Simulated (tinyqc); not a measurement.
MP2 on RHF in the sto-6g basis, for H3+, spin multiplicity 1, step by step. Computed by tinyqc, a small Python program that keeps every step (integrals from PySCF). Settings: charge = 1, multiplicity = 1, basis = sto-6g, method = RHF, energy threshold = 1e-10, iteration cap = 70, orthogonalisation = symmetric, start = Wolfsberg-Helmholz matrix, DIIS depth = 6. Command: `OMP_NUM_THREADS=1 python tinyqc.py 25092 25093 out.jsonl` (the two numbers bound the seeds that draw the settings). One thread of a shared host (Intel(R) Xeon(R) Processor @ 2.60GHz), about 0.06 s of CPU time with the checks. The early iterations of the SCF are left out here.

## One-electron integrals

Geometry (angstrom):
```
atom         x         y         z
H     0.000000  0.000000  0.000000
H     0.000000  0.000000  0.881000
H     0.000000  0.763000  0.441000
```

Basis sto-6g: exponents (1/bohr^2) and contraction coefficients of normalised primitives:
```
element  l (shell)   exponent  coefficient
H            s (1)  35.523221     0.009164
H            s (1)   6.513144     0.049361
H            s (1)   1.822143     0.168538
H            s (1)   0.625955     0.370563
H            s (1)   0.243077     0.416492
H            s (1)   0.100112     0.130334
```

Overlap, kinetic and nuclear-attraction integrals over the contracted functions; the nuclear repulsion is the sum of Za Zb / Rab.

nuclear repulsion = 1.80192814 hartree

overlap S:
```
          1H 1s     2H 1s     3H 1s
1H 1s  1.000000  0.569118  0.568944
2H 1s  0.569118  1.000000  0.569257
3H 1s  0.568944  0.569257  1.000000
```

kinetic energy T (hartree):
```
          1H 1s     2H 1s     3H 1s
1H 1s  0.768522  0.160396  0.160268
2H 1s  0.160396  0.768522  0.160499
3H 1s  0.160268  0.160499  0.768522
```

nuclear attraction V (hartree):
```
           1H 1s      2H 1s      3H 1s
1H 1s  -2.381453  -1.310612  -1.310146
2H 1s  -1.310612  -2.381719  -1.310986
3H 1s  -1.310146  -1.310986  -2.381571
```

core Hamiltonian H = T + V (hartree):
```
           1H 1s      2H 1s      3H 1s
1H 1s  -1.612931  -1.150216  -1.149878
2H 1s  -1.150216  -1.613196  -1.150487
3H 1s  -1.149878  -1.150487  -1.613049
```

## Two-electron integrals

Functions are numbered as in S; the eight-fold symmetry (ij|kl) = (ji|kl) = (kl|ij) leaves the list below.

Two-electron integrals (ij|kl) in chemists' order, unique and non-zero (hartree):
```
(11|11) 0.774999   (21|11) 0.367618   (21|21) 0.213578   (22|11) 0.518434
(22|21) 0.367618   (22|22) 0.774999   (31|11) 0.367475   (31|21) 0.195741
(31|22) 0.305798   (31|31) 0.213432   (32|11) 0.305900   (32|21) 0.195842
(32|22) 0.367733   (32|31) 0.195786   (32|32) 0.213694   (33|11) 0.518336
(33|21) 0.305854   (33|22) 0.518513   (33|31) 0.367475   (33|32) 0.367733
(33|33) 0.774999
```

## Orthogonalisation

S = U s U^T; symmetric (Loewdin) form X = U s^(-1/2) U^T, so that X^T S X = 1.

eigenvalues of S: 0.430712  0.431075  2.138213

X:
```
           1H 1s      2H 1s      3H 1s
1H 1s   1.243431  -0.279859  -0.279626
2H 1s  -0.279859   1.243698  -0.280047
3H 1s  -0.279626  -0.280047   1.243550
```

## Iteration 3 (converged): orbitals

converged F (hartree):
```
           1H 1s      2H 1s      3H 1s
1H 1s  -0.876509  -0.863917  -0.863727
2H 1s  -0.863917  -0.876790  -0.864069
3H 1s  -0.863727  -0.864069  -0.876634
```

Diagonalise F' = X^T F X, C = X C', fill 1 alpha and 1 beta electrons from the bottom; D = 2 C_occ C_occ^T. Each column has its largest component positive (the first on a tie).

F' = X^T F X (hartree):
```
           1          2          3
1  -0.425752  -0.396177  -0.395944
2  -0.396177  -0.425702  -0.396364
3  -0.395944  -0.396364  -0.425730
```

orbital energies (hartree): MO1 -1.218051, MO2 -0.029824, MO3 -0.029309

coefficients C:
```
            MO1        MO2        MO3
1H 1s  0.394744   1.190466  -0.360000
2H 1s  0.394929  -0.283570   1.211260
3H 1s  0.394827  -0.906731  -0.851460
```

D after iteration 3:
```
          1H 1s     2H 1s     3H 1s
1H 1s  0.311646  0.311792  0.311711
2H 1s  0.311792  0.311938  0.311857
3H 1s  0.311711  0.311857  0.311776
```

## Convergence

Stop when the energy changes by less than 1e-10 hartree and every element of the error matrix X^T (F D S - S D F) X is below 3e-06.

Course of the cycle:
```
iteration  E (hartree)     change  largest element of the error matrix
1          -1.24636430          -                             3.91e-05
2          -1.24636430  -1.10e-09                             5.34e-06
3          -1.24636430  -2.09e-11                             1.01e-11
```

PySCF RHF in the same basis = -1.24636430 hartree

Converged in 3 iterations.

## Integrals over molecular orbitals

(pq|rs) = sum C_ip C_jq C_kr C_ls (ij|kl), one index at a time.

one-electron integrals over orbitals h = C^T H C (hartree):
```
           1          2          3
1  -1.830241   0.000040  -0.000049
2   0.000040  -1.074385   0.000000
3  -0.000049   0.000000  -1.074012
```

Two-electron integrals over orbitals (pq|rs), unique and non-zero (hartree):
```
(11|11) 0.612190    (21|11) -0.000040   (21|21) 0.143944    (22|11) 0.594253
(22|21) 0.057790    (22|22) 0.673558    (31|11) 0.000049    (31|21) 5.58e-09
(31|22) -0.069950   (31|31) 0.143945    (32|11) 9.59e-09    (32|21) -0.069994
(32|22) -0.000031   (32|31) -0.057777   (32|32) 0.072405    (33|11) 0.594324
(33|21) -0.057814   (33|22) 0.528792    (33|31) 0.069979    (33|32) 0.000031
(33|33) 0.673596
```

## Second-order Moller-Plesset energy

Hartree-Fock energy = -1.24636430 hartree

E2 = sum_ijab (ia|jb) [2 (ia|jb) - (ib|ja)] / (e_i + e_j - e_a - e_b) over occupied i, j and virtual a, b; the opposite-spin part is (ia|jb)^2 / denominator, the rest is same-spin, and SCS-MP2 scales them by 6/5 and 1/3.

Terms:
```
i  j  a  b   (ia|jb)   (ib|ja)  denominator       term
1  1  2  2  0.143944  0.143944    -2.376455  -0.008719
1  1  3  3  0.143945  0.143945    -2.377484  -0.008715
1  1  3  2  5.58e-09  5.58e-09    -2.376969          0
1  1  2  3  5.58e-09  5.58e-09    -2.376969          0
```

Pair energies (hartree; pair i-j sums ij and ji):
```
pair  opposite spin  same spin
1-1       -0.017434          0
```

MP2 correlation energy = -0.01743394 hartree

SCS-MP2 correlation energy = -0.02092072 hartree

MP2 total energy = -1.26379824 hartree
